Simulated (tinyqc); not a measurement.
# Undoped symmetric double-gate MOSFET, analytic potential model: effect of the temperature

An undoped body of thickness ts between two equal insulators and tied gates; long channel, electrons only, n = ni exp((psi - V)/Vt) with V the quasi-Fermi potential (0 at the source, Vd at the drain), constant mobility, no quantisation. Across the body psi(x) = V - 2 Vt ln[(ts/(2 beta)) sqrt(q ni/(2 eps0 eps_r Vt)) cos(2 beta x/ts)], x from the centre. Q is the electron charge per area of the whole body.

Nc and Nv are given at 300 K and scale as (T/300 K)^1.5; Eg and mu are held fixed. ni = sqrt(Nc Nv) exp(-Eg/(2 Vt)), Eg in volts; r = eps_r tox/(eox ts); V0 = dphi + 2 Vt ln[(2/ts) sqrt(2 eps0 eps_r Vt/(q ni))]. beta (between 0 and pi/2) solves (Vg - V0 - V)/(2 Vt) = ln(beta) - ln(cos beta) + 2 r beta tan(beta). Q = 8 eps0 eps_r Vt beta tan(beta)/ts; I = mu (1/L)(4 eps0 eps_r/ts)(2 Vt)^2 [g(beta_s) - g(beta_d)] per width, g = beta tan(beta) - beta^2/2 + r beta^2 tan^2(beta), with beta_s at V = 0 and beta_d at V = Vd.  I(low) is taken at Vg = -0.01 V, Qs and I(high) at Vg = 0.74 V.

Parameters, values chosen for the exercise; material values close to those of germanium: band gap Eg = 0.657 eV; relative permittivity of the semiconductor eps_r = 16.3; conduction-band density of states at the reference temperature Nc = 1.05e19 cm^-3; valence-band density of states at the reference temperature Nv = 6.07e18 cm^-3; relative permittivity of the gate insulator eox = 7.17; insulator thickness tox = 4.2 nm; body thickness ts = 20 nm; gate work function less that of the intrinsic body dphi = -0.02 V; channel mobility mu = 180 cm^2/(V s); gate length L = 0.5 um; drain voltage Vd = 0.3 V.

Constants: q = 1.602176634e-19 C, kB = 1.380649e-23 J/K, Vt = kB T/q, eps0 = 8.8541878128e-14 F/cm where lengths are in cm. Results are converted to the units shown.

Result of one run:

| V0 (V) | I(low) (nA/um) | Qs(high) (nC/cm^2) | I(high) (uA/um) |
|---|---|---|---|
| 0.20560 | 4.7316 | 1230.9 | 92.339 |

Which temperature T gave this result: 250, 280, 340 or 400 K?

T = 400 K.

The whole series:

| T (K) | V0 (V) | I(low) (nA/um) | Qs(high) (nC/cm^2) | I(high) (uA/um) |
|---|---|---|---|---|
| 220 | 0.25757 | 5.5431e-4 | 1184.4 | 84.477 |
| 250 | 0.24925 | 0.0057292 | 1188.2 | 85.452 |
| 280 | 0.24077 | 0.037072 | 1193.8 | 86.592 |
| 310 | 0.23216 | 0.17151 | 1201.2 | 87.871 |
| 340 | 0.22341 | 0.61848 | 1209.9 | 89.265 |
| 370 | 0.21456 | 1.8434 | 1219.9 | 90.759 |
| 400 | 0.20560 | 4.7316 | 1230.9 | 92.339 |
| 430 | 0.19654 | 10.775 | 1242.9 | 93.994 |

As T goes from 220 to 430 K, I(low) rises from 5.54e-4 to 10.8 nA/um and I(high) rises from 84.5 to 94.0 uA/um. V0 falls from 0.258 to 0.197 V. In every row the surface density at the source at the higher gate voltage passes 0.3 Nc, where Boltzmann statistics fail. In every row the mobility is held fixed, though a real one changes with T.

Computed by the program tinyqc: `OMP_NUM_THREADS=1 python tinyqc.py 2440088 2440089 out.jsonl`, one thread of a shared Intel Xeon 2.30GHz, about 0.01 s for the whole run.
